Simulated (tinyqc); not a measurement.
Worked calculation: pi bands of a honeycomb layer in tight binding. Values are carried at full precision from step to step, so a last printed digit may differ when a step is redone from the rounded ones.

Lattice vectors a (1,0) and a (1/2, sqrt3/2); f = exp(i ky a/sqrt3) + 2 cos(kx a/2) exp(-i ky a/(2 sqrt3)), w = |f|. H = [[D - t2 F, -t f], [., -D - t2 F]] with F = w^2 - 3, S = [[1, s0 f], [., 1]]; the levels solve det(H - E S) = 0. K = (4 pi/3a, 0), M = (pi/a, pi/(sqrt3 a)); w = 3, 1, 0 at Gamma, M, K.

Constants: hbar = 6.58211957e-16 eV s; hbar^2/2m0 = 3.80998211 eV angstrom^2.

Values chosen for the exercise (of the size used for graphene; the results hold for these values, not for the real material): a = 2.46 angstrom (lattice constant); t = 2.81 eV (nearest hopping); t2 = 0 eV (second-neighbour hopping); s0 = 0.092 (overlap of neighbours); D = 0.109 eV (+D on A, -D on B); k = (0.71, 0.58) 1/angstrom (wave vector).

## H and S at one k

Form f, w, F and the two matrices.

f = 1.85663+0.21944i
w = 1.86956
F = 0.49524

H (eV), rows A, B and columns alike:
```
[[0.1090, -5.2171-0.6166i],
 [-5.2171+0.6166i, -0.1090]]
```

S, rows A, B and columns alike:
```
[[1.00000, 0.17081+0.02019i],
 [0.17081-0.02019i, 1.00000]]
```

## The secular equation

det(H - E S) = 0 reads (e - E)^2 - D^2 - (t + s0 E)^2 w^2 = 0 with e = -t2 (w^2 - 3), that is c2 E^2 + 2 c1 E + c0 = 0 with c2 = 1 - s0^2 w^2, c1 = -(e + t s0 w^2), c0 = e^2 - D^2 - t^2 w^2.

c2, c1, c0: [0.9704, -0.9036, -27.6107]

levels (eV): [-4.4836, 6.3459]

## Levels at Gamma, M and K

Solve the quadratic (e - E)^2 - D^2 - (t + s0 E)^2 w^2 = 0 with e = -t2 (w^2 - 3), for w = 3, 1, 0.

Levels (eV):
```
point  w    lower    upper  difference
Gamma  3  -6.6073  11.6444     18.2516
M      1  -2.5754   3.0968      5.6722
K      0  -0.1090   0.1090      0.2180
```

Measured from the middle of the levels at K (0.000 eV), the upper band reaches 11.644 eV and the lower -6.607 eV at Gamma: the upper band is the wider; overlap stretches the upper band and positive t2 the lower. The saddle points at M give the absorption peak at 5.672 eV in this one-electron picture.

## Near K

w = (sqrt3/2) a q to first order in the distance q from K. Effective hopping t* = t + 3 t2 s0, hbar v = (sqrt3/2) a t*, v in m/s = hbar v x 1e-10/hbar; band-edge masses follow from E^2 = D^2 + (hbar v q)^2 when t2 = s0 = 0: m/m0 = 2 c D/(hbar v)^2, c = hbar^2/2m0.

hbar v = 5.9865 eV angstrom
v = 9.095e+05 m/s
mass = 0.0232 m0

## Checks

- Roots of the quadratic against the generalised eigenproblem: they agree to 1e-10 or better.

Program tinyqc; command `OMP_NUM_THREADS=1 python tinyqc.py 1480399 1480400 out.jsonl`; about 0.01 s on one thread of a shared Intel(R) Xeon(R) Processor @ 2.30GHz.
